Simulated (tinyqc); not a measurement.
Scan in temperature at fixed frequency: admittance spectroscopy and thermally stimulated current of one trap level in a depletion layer. Computed by tinyqc, a small Python program. Command: `OMP_NUM_THREADS=1 python tinyqc.py 3113807 3113808 out.jsonl admit walk`. One thread of a shared host (Intel(R) Xeon(R) Processor @ 2.30GHz), about 0.01 s of CPU time with the checks.

A Schottky junction on n-type material holds one donor-like electron trap; shallow donors are fully ionised and abrupt depletion edges are assumed.

Inputs (values chosen for the exercise, modelled on n-type GaN):
```
quantity,value,unit
dielectric constant eps,9.36,-
density-of-states mass m,0.198,m_0
shallow doping N,2.5e+16,1/cm^3
trap density N_t,5.3e+14,1/cm^3
trap depth E_t below the band,0.535,eV
capture cross section sigma,2.2e-15,cm^2
band bending V_b,1.8,V
test frequency f,700,Hz
```

Constants: k_B = 1.380649e-23 J/K; m_0 = 9.1093837015e-31 kg; h = 6.62607015e-34 J s; k_B = 8.617333262e-05 eV/K; eps_0 = 8.8541878128e-12 F/m; e = 1.602176634e-19 C.

Method:
- N_c = 2 (2 pi m k_B T/h^2)^(3/2), v_th = sqrt(3 k_B T/m), emission rate e_n = sigma v_th N_c exp(-E_t/(k_B T)).
- Where the level crosses the Fermi level capture equals emission, so the trap follows the signal with the rate 2 e_n; G/omega peaks at omega = 2 e_n (the correction for large N_t/N is left out).
- Solve 2 e_n(T_p) = 2 pi f.
- With E_c - E_F = k_B T_p ln(N_c/N): lambda = sqrt(2 eps eps_0 (E_t - (E_c - E_F))/(e^2 N)); traps are empty and charged for x < x_t = w - lambda, and V_b = e (N w^2 + N_t x_t^2)/(2 eps eps_0). High frequency: C_hf = eps eps_0/w. Low frequency: C_lf = eps eps_0 (N + N_t)/(N w + N_t x_t).
- With x = omega/(2 e_n): C = C_hf + (C_lf - C_hf)/(1 + x^2), G/omega = (C_lf - C_hf) x/(1 + x^2); C_hf and C_lf are held at their values at T_p.

peak temperature T_p = 342.243 K

C_hf = 30.4558 nF/cm^2

C_lf = 30.7566 nF/cm^2

Admittance:
```
T (K),omega/(2 e_n),C (nF/cm^2),G/omega (nF/cm^2)
301.2,15.293,30.457,0.01958
314.9,5.707,30.465,0.05113
325.1,2.885,30.488,0.09307
335.4,1.508,30.548,0.13853
342.2,1.003,30.606,0.15037
349.1,0.673,30.663,0.13931
359.4,0.381,30.718,0.10015
373.0,0.189,30.746,0.05478
390.2,0.083,30.755,0.02472
```

What does the comparison show, and why?

The peak of G/omega is half the step, 0.150 nF/cm^2. Its full width is near 2 ln(2 + sqrt3) k_B T_p^2/(E_t + 2 k_B T_p) = 44.8 K.

Extremes, crossings and ranges named in words are read from the listed rows.
